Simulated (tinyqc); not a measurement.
Worked calculation (part 2 of 2): RKS/BLYP in the sto-3g basis, for BeH2, spin multiplicity 1. Computed by tinyqc, a small Python program that keeps every step (integrals from PySCF). Command: `OMP_NUM_THREADS=1 python tinyqc.py 30000 30001 out.jsonl` (the two numbers bound the seeds that draw the settings). One thread of a shared host (Intel(R) Xeon(R) Processor @ 2.60GHz), about 0.8 s of CPU time with the checks.

Geometry (angstrom):

| atom | x | y | z |
|---|---|---|---|
| Be | 0.00000 | 0.00000 | 0.00000 |
| H | 0.00000 | 1.37900 | 0.00000 |
| H | 0.00000 | -1.37900 | 0.00000 |

## Iteration 18 (converged): orbitals

converged F (hartree), lower triangle:
```
           1Be 1s    1Be 2s  1Be 2px   1Be 2py  1Be 2pz     2H 1s     3H 1s
1Be 1s   -3.69901
1Be 2s   -1.09525  -0.49394
1Be 2px   0.00000   0.00000  0.01129
1Be 2py   0.00000   0.00000  0.00000  -0.10457
1Be 2pz   0.00000   0.00000  0.00000   0.00000  0.01129
2H 1s    -0.27681  -0.25604  0.00000  -0.18828  0.00000  -0.17381
3H 1s    -0.27681  -0.25604  0.00000   0.18828  0.00000  -0.03600  -0.17381
```

X, lower triangle:
```
           1Be 1s    1Be 2s  1Be 2px   1Be 2py  1Be 2pz     2H 1s    3H 1s
1Be 1s    1.02847
1Be 2s   -0.15314   1.24025
1Be 2px   0.00000   0.00000  1.00000
1Be 2py   0.00000   0.00000  0.00000   1.35588
1Be 2pz   0.00000   0.00000  0.00000   0.00000  1.00000
2H 1s     0.01896  -0.29892  0.00000  -0.42720  0.00000   1.28390
3H 1s     0.01896  -0.29892  0.00000   0.42720  0.00000  -0.09691  1.28390
```

Diagonalise F' = X^T F X, C = X C', fill 3 alpha and 3 beta electrons from the bottom; D = 2 C_occ C_occ^T. Each column has its largest component positive (the first on a tie).

F' = X^T F X (hartree), lower triangle:
```
          1         2        3         4        5         6        7
1  -3.59794
2  -0.60763  -0.13898
3   0.00000   0.00000  0.01129
4   0.00000   0.00000  0.00000   0.19369
5   0.00000   0.00000  0.00000   0.00000  0.01129
6  -0.04823  -0.17682  0.00000  -0.27936  0.00000   0.06005
7  -0.04823  -0.17682  0.00000   0.27936  0.00000  -0.08329  0.06005
```

orbital energies (hartree): MO1 -3.70483, MO2 -0.26271, MO3 -0.22736, MO4 0.01129, MO5 0.01129, MO6 0.20739, MO7 0.56439

coefficients C:
```
              MO1       MO2       MO3      MO4       MO5       MO6       MO7
1Be 1s    0.98782  -0.23591   0.00000  0.00000   0.00000  -0.22466   0.00000
1Be 2s    0.04732   0.60187   0.00000  0.00000   0.00000   1.17298   0.00000
1Be 2px   0.00000   0.00000   0.00000  0.83627  -0.54831   0.00000   0.00000
1Be 2py   0.00000   0.00000   0.48718  0.00000   0.00000   0.00000   1.40216
1Be 2pz   0.00000   0.00000   0.00000  0.54831   0.83627   0.00000   0.00000
2H 1s    -0.00712   0.37011   0.41970  0.00000   0.00000  -0.81065  -0.97963
3H 1s    -0.00712   0.37011  -0.41970  0.00000   0.00000  -0.81065   0.97963
```

D after iteration 18, lower triangle:
```
           1Be 1s   1Be 2s  1Be 2px   1Be 2py  1Be 2pz     2H 1s    3H 1s
1Be 1s    2.06288
1Be 2s   -0.19048  0.72898
1Be 2px   0.00000  0.00000  0.00000
1Be 2py   0.00000  0.00000  0.00000   0.47470
1Be 2pz   0.00000  0.00000  0.00000   0.00000  0.00000
2H 1s    -0.18870  0.44485  0.00000   0.40894  0.00000   0.62637
3H 1s    -0.18870  0.44485  0.00000  -0.40894  0.00000  -0.07823  0.62637
```

Within a degenerate level the vectors are fixed only up to a rotation; this is one choice.

## Convergence

Stop when the energy changes by less than 1e-09 hartree and every element of the error matrix X^T (F D S - S D F) X is below 9e-06.

Course of the cycle:

| iteration | E (hartree) | change | largest element of the error matrix |
|---|---|---|---|
| 1 | -3.2418961 | - | 1.28e-01 |
| 2 | -15.0845794 | -1.18e+01 | 5.34e-01 |
| 3 | -15.0134445 | 7.11e-02 | 5.55e-01 |
| 4 | -15.0216211 | -8.18e-03 | 5.53e-01 |
| 5 | -14.8044980 | 2.17e-01 | 6.02e-01 |
| 6 | -14.7384637 | 6.60e-02 | 6.13e-01 |
| 7 | -14.7014334 | 3.70e-02 | 6.17e-01 |
| 8 | -13.5294726 | 1.17e+00 | 7.31e-01 |
| 9 | -13.6623608 | -1.33e-01 | 5.83e-01 |
| 10 | -15.6351805 | -1.97e+00 | 1.22e-01 |
| 11 | -15.6379209 | -2.74e-03 | 1.16e-01 |
| 12 | -15.6385829 | -6.62e-04 | 1.14e-01 |
| 13 | -15.6376815 | 9.01e-04 | 1.16e-01 |
| 14 | -15.6387804 | -1.10e-03 | 1.13e-01 |
| 15 | -15.6619966 | -2.32e-02 | 1.93e-02 |
| 16 | -15.6627012 | -7.05e-04 | 7.86e-04 |
| 17 | -15.6627023 | -1.13e-06 | 1.47e-05 |
| 18 | -15.6627023 | -2.60e-10 | 2.94e-06 |

PySCF RKS in the same basis, fine grid = -15.6818459 hartree

Converged in 18 iterations. The coarse grid moves the energy by +1.91e-02 hartree.

## Populations, bond orders and dipole

overlap S, lower triangle:
```
          1Be 1s   1Be 2s  1Be 2px   1Be 2py  1Be 2pz    2H 1s    3H 1s
1Be 1s   1.00000
1Be 2s   0.25952  1.00000
1Be 2px  0.00000  0.00000  1.00000
1Be 2py  0.00000  0.00000  0.00000   1.00000
1Be 2pz  0.00000  0.00000  0.00000   0.00000  1.00000
2H 1s    0.06376  0.44428  0.00000   0.51466  0.00000  1.00000
3H 1s    0.06376  0.44428  0.00000  -0.51466  0.00000  0.03004  1.00000
```

Mulliken: Z minus the diagonal of D S on the atom; Loewdin: the same with S^(1/2) D S^(1/2); Mayer order: 2 sum_s sum (D(s) S)_ij (D(s) S)_ji over the two atoms.

Charges (e):

| atom | Mulliken | Loewdin |
|---|---|---|
| 1Be | 0.04017 | 0.03176 |
| 2H | -0.02009 | -0.01588 |
| 3H | -0.02009 | -0.01588 |

Mayer bond orders:

| pair | order |
|---|---|
| 2-1 | 0.99249 |
| 3-1 | 0.99249 |
| 3-2 | 0.00710 |

dipole moment about the origin, x y z (debye): 0.00000  0.00000  0.00000
